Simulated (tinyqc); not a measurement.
p-n heterojunction, non-linear Poisson equation by Newton steps, Boltzmann statistics: one step of the calculation.

One dimension, material 1 (p-type) at x < 0 and material 2 (n-type) at x > 0. Band edges: Ec = -psi in material 1 and -psi + dEc in material 2, Ev = Ec - Eg. Flat quasi-Fermi levels: 0 for holes, +V for electrons. n = Nc F((EFn - Ec)/Vt), p = Nv F((Ev - EFp)/Vt), with F(eta) = exp(eta) (Boltzmann statistics); full ionisation, no interface charge, classical densities; the doping types are chosen for the exercise.

Task. Offsets and end potentials. dEv = Ev1 - Ev2 = Eg2 - Eg1 - dEc. Neutrality of the majority carriers far from the junction: Nv1 F((-psi_L - Eg1)/Vt) = N1 and Nc2 F((V + psi_R - dEc)/Vt) = N2. Total bending psi_R - psi_L.

Values chosen for this exercise; band and dielectric values those of a made-up pair: temperature T = 400 K; band gap of material 1 Eg1 = 1.63 eV; valence-band density of states of material 1 Nv1 = 1.74e19 cm^-3; band gap of material 2 Eg2 = 1.6 eV; conduction-band density of states of material 2 Nc2 = 7.57e17 cm^-3; conduction-band offset Ec2 - Ec1 dEc = -0.32 eV; acceptor density of material 1 N1 = 1.7e16 cm^-3; donor density of material 2 N2 = 1.2e17 cm^-3; bias of side 1 against side 2 V = 0.22 V.

Constants: q = 1.602176634e-19 C, kB = 1.380649e-23 J/K, Vt = kB T/q. Results are converted to the units shown.

Give: dEv; psi_L; psi_R; psi_R - psi_L.

Result.

dEv = 0.2900 eV
psi_L = -1.391 V
psi_R = -0.6035 V
psi_R - psi_L = 0.7876 V

The alignment is staggered (type II): dEc and dEv have opposite signs.

tinyqc, about 0.02 s, one thread, Intel Xeon 2.30GHz (shared host): `OMP_NUM_THREADS=1 python tinyqc.py 2040039 2040040 out.jsonl`
